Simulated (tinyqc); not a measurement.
Bloch-Grueneisen resistivity of a metal. From one set of inputs to another, one input at a time. Computed by tinyqc, a small Python program. Command: `OMP_NUM_THREADS=1 python tinyqc.py 3015472 3015473 out.jsonl bg ladder`. One thread of a shared host (Intel(R) Xeon(R) Processor @ 2.30GHz), about 0.01 s of CPU time with the checks.

Electrons scatter from a Debye spectrum of phonons (n = 5 for scattering within one band, n = 3 for scattering into a second, heavy band) and from static defects.

The inputs printed are set A. Set A is modelled on aluminium; the values taken over come from a set modelled on copper. Inputs not listed in the table keep their values of set A, so the rows need not describe a real material.

Inputs (values chosen for the exercise, modelled on aluminium): exponent n = 5; Debye temperature Theta = 378 K; transport coupling lambda_tr = 0.36; Drude plasma energy hbar w_p = 12 eV; residual resistivity rho_0 = 3.9 microohm cm; temperature T = 400 K.

Addition: none.

Constants: k_B = 1.380649e-23 J/K; hbar = 1.054571817e-34 J s; eps_0 = 8.8541878128e-12 F/m; hbar = 6.582119569e-16 eV s; k_B = 8.617333262e-05 eV/K.

Method:
- J_n(y) = int_0^y x^n e^x/(e^x - 1)^2 dx, by 96 Gauss-Legendre points (upper limit at most 60).
- rho_ph = (n - 1) rho_1 (T/Theta)^n J_n(Theta/T), with rho_1 = 2 pi lambda_tr k_B Theta/(hbar eps_0 w_p^2), the high-temperature line at T = Theta.
- Matthiessen's rule: rho = rho_0 + rho_ph.
- Temperature coefficient (1/rho) d rho/dT by a central difference of +/- 0.5 K; residual ratio rho(295 K)/rho(4.2 K); scattering time tau = 1/(eps_0 w_p^2 rho); Wiedemann-Franz kappa = L_0 T/rho, L_0 = (pi^2/3)(k_B/e)^2.

Each row keeps all changes above it; columns: (1) input moved; (2) from; (3) to; (4) temperature coefficient (1e-3/K); (5) residual resistance ratio; (6) Wiedemann-Franz conductivity (W/(m K)):
```
(1)                                        (2)     (3)    (4)        (5)    (6)
set A                                        -       -  1.360  1.696e+00  126.4
Drude plasma energy hbar w_p (eV)           12     8.6  1.802  2.355e+00   86.0
Debye temperature Theta (K)                378     339  1.777  2.378e+00   85.5
temperature T (K)                          400     373  1.876  2.378e+00   83.7
transport coupling lambda_tr              0.36    0.12  1.093  1.459e+00  146.3
residual resistivity rho_0 (microohm cm)   3.9  0.0041  2.918  4.380e+02  390.8
```

Which inputs carry the difference?

Temperature coefficient goes from 1.36 to 2.92, a factor 2.15 in all. The largest single move comes from residual resistivity rho_0 (a factor 2.67), and transport coupling lambda_tr works against it (a factor 0.582). Residual resistance ratio goes from 1.70 to 438, a factor 258 in all. The largest single move comes from residual resistivity rho_0 (a factor 300). Wiedemann-Franz conductivity goes from 126 to 391, a factor 3.09 in all. The largest single move comes from residual resistivity rho_0 (a factor 2.67), and Drude plasma energy hbar w_p works against it (a factor 0.681). The single moves hold for this order of the switches; the total does not depend on the order.

Extremes, crossings and ranges named in words are read from the listed rows.
